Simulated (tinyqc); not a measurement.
# Bulk resistivity and mean free path from two films

Problem. In the thick-film limit single-crystal films obey rho = rho0 (1 + 3 (1 - ps) lam/(8 d)). Find rho0, lam and the product rho0 lam.

Values chosen for this exercise:
- ps = 0 (specular share of surface scattering)

rho at d = 19 and 66 nm (uohm cm): [7.6809474, 6.6548182]

Answer. rho is a straight line in 1/d: the intercept is rho0 and the slope (3/8)(1 - ps) rho0 lam. Without ps only the product (1 - ps) lam could be found.

rho0 = 6.24 uohm cm
lam = 11.7 nm
rho0 lam = 73.0 uohm cm nm

Numbers from tinyqc (`OMP_NUM_THREADS=1 python tinyqc.py 2100119 2100120 out.jsonl`; about 0.01 s on one thread of a shared Intel Xeon 2.30GHz).
